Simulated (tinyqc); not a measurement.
# Small-signal admittance of a forward-biased p+-n diode: two studies

Holes injected into a neutral base of width wb with an ohmic contact at its end; low injection, p0 far above the equilibrium density. A small voltage v exp(i w t), w = 2 pi f, modulates the edge density by p0 v/Vt, and the small-signal density obeys Dp d2p/dx2 = (1/tau + i w) p.

Values chosen for this exercise; permittivity close to that of 4H silicon carbide: temperature T = 275 K; relative permittivity eps_r = 9.7; donor density of the base Nd = 2.7e15 cm^-3; hole diffusion coefficient Dp = 1.9 cm^2/s; hole lifetime tau = 3e-9 s; width of the neutral base wb = 0.13 um; excess hole density at the junction edge p0 = 1.6e12 cm^-3; acceptor density of the p+ side Na = 3e19 cm^-3; series resistance Rs = 0.00047 ohm cm^2; signal frequency f = 9.7e9 Hz.

Constants: q = 1.602176634e-19 C, kB = 1.380649e-23 J/K, Vt = kB T/q, eps0 = 8.8541878128e-14 F/cm where lengths are in cm. Results are converted to the units shown.

Each table varies one quantity; the others keep the values above.

## Admittance against frequency

L = sqrt(Dp tau); direct current J = (q Dp p0/L) coth(wb/L); k = sqrt(1 + i w tau)/L; diffusion admittance Y = (q Dp p0/Vt) k coth(k wb) = G + i w C_diff; junction capacitance C_j = sqrt(q eps0 eps_r Nd/(2 Vr)) in the depletion approximation, with the remaining barrier Vr = Vt ln(Na/p0), a rough value under forward bias; base-width modulation is left out. Measured admittance 1/[Rs + 1/(Y + i w C_j)].

The same in every row: C_j (uF/cm^2) = 0.02164.

Admittance against frequency:

| f (Hz) | w tau | G (S/cm^2) | C_diff (uF/cm^2) | measured G (S/cm^2) | measured C (uF/cm^2) | phase of the measured Y (degrees) |
|---|---|---|---|---|---|---|
| 1e7 | 0.1885 | 1.597 | 4.669e-5 | 1.596 | 0.02165 | 40.44 |
| 5e7 | 0.9425 | 1.597 | 4.669e-5 | 1.617 | 0.02165 | 76.62 |
| 2e8 | 3.770 | 1.597 | 4.669e-5 | 1.944 | 0.02165 | 85.91 |
| 9e8 | 16.96 | 1.605 | 4.662e-5 | 8.630 | 0.02158 | 85.95 |
| 4e9 | 75.40 | 1.763 | 4.529e-5 | 132.4 | 0.02031 | 75.46 |
| 1e10 | 188.5 | 2.441 | 3.969e-5 | 619.1 | 0.01535 | 57.30 |
| 6e10 | 1131 | 6.479 | 1.715e-5 | 1992 | 0.001377 | 14.61 |
| 3e11 | 5655 | 14.48 | 7.679e-6 | 2122 | 5.871e-5 | 2.985 |
| 1e12 | 1.885e4 | 26.43 | 4.206e-6 | 2127 | 5.298e-6 | 0.8965 |

Read the table: what changes, and by how much?

G starts at J/Vt = 1.60 S/cm^2 and C_diff at (J tau/(2 Vt))(1 - 2 x/sinh 2x) = 4.67e-5 uF/cm^2, x = wb/L = 0.172. Between the last two rows G goes as f^(0.50) and C_diff as f^(-0.50); the limits are 1/2 and -1/2, reached when the signal penetrates only sqrt(Dp/w). The measured C is 0.15 % below C_diff + C_j in the first row and 100 % below it in the last, the difference being due to Rs.

## Effect of the hole lifetime

Same model as above.

The same in every row: C_j (uF/cm^2) = 0.02164.

Effect of the hole lifetime:

| tau (s) | w tau | G (S/cm^2) | C_diff (uF/cm^2) | measured G (S/cm^2) | measured C (uF/cm^2) | phase of the measured Y (degrees) |
|---|---|---|---|---|---|---|
| 3e-11 | 1.828 | 3.335 | 3.128e-5 | 592.7 | 0.01561 | 58.07 |
| 1e-10 | 6.095 | 2.685 | 3.696e-5 | 592.7 | 0.01561 | 58.08 |
| 6e-10 | 36.57 | 2.441 | 3.956e-5 | 592.8 | 0.01562 | 58.09 |
| 3e-9 | 182.8 | 2.401 | 4.001e-5 | 592.8 | 0.01562 | 58.09 |
| 1e-8 | 609.5 | 2.394 | 4.009e-5 | 592.8 | 0.01562 | 58.09 |
| 6e-8 | 3657 | 2.392 | 4.012e-5 | 592.8 | 0.01562 | 58.09 |
| 3e-7 | 1.828e4 | 2.391 | 4.012e-5 | 592.8 | 0.01562 | 58.09 |

As tau goes from 3e-11 to 3e-7, G falls from 3.33 to 2.39 S/cm^2, C_diff rises from 3.13e-5 to 4.01e-5 uF/cm^2 and the measured C stays near 0.0156 uF/cm^2. C_diff stays below C_j.

Numbers from tinyqc (`OMP_NUM_THREADS=1 python tinyqc.py 2890140 2890141 out.jsonl`; about 0.01 s on one thread of a shared Intel Xeon 2.30GHz).
